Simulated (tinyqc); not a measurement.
Charge neutrality of a doped semiconductor with incomplete ionisation: one step, computed by the program tinyqc.

Energies are counted from the top of the valence band; E_D is measured down from the conduction band and E_A up from the valence band.

Problem. Gap and effective densities of states. E_g = E_g0 - alpha T^2/(T + beta). N_c = 2 M_c (2 pi m_e k_B T/h^2)^(3/2) and N_v = 2 (2 pi m_h k_B T/h^2)^(3/2), masses in units of m_0. n_i = sqrt(N_c N_v) exp(-E_g/(2 k_B T)); E_i = E_g/2 + (k_B T/2) ln(N_v/N_c).

Inputs (values chosen for the exercise, modelled on CdTe):
```
quantity              value  unit
gap at 0 K E_g0        1.58    eV
Varshni alpha      0.000306  eV/K
Varshni beta            110     K
electron mass m_e    0.0925   m_0
valleys M_c               1     -
hole mass m_h         0.621   m_0
temperature T           300     K
```

Doping: p-type, compensated. Statistics of the bands: Boltzmann.

Constants: m_0 = 9.1093837015e-31 kg; k_B = 1.380649e-23 J/K; h = 6.62607015e-34 J s; k_B = 8.617333262e-05 eV/K.

Give: gap E_g; N_c; N_v; k_B T; intrinsic density n_i; intrinsic level E_i.

Solution.

gap E_g = 1.513 eV

N_c = 7.060e+17 cm^-3

N_v = 1.228e+19 cm^-3

k_B T = 0.02585 eV

intrinsic density n_i = 5.778e+05 cm^-3

intrinsic level E_i = 0.7933 eV
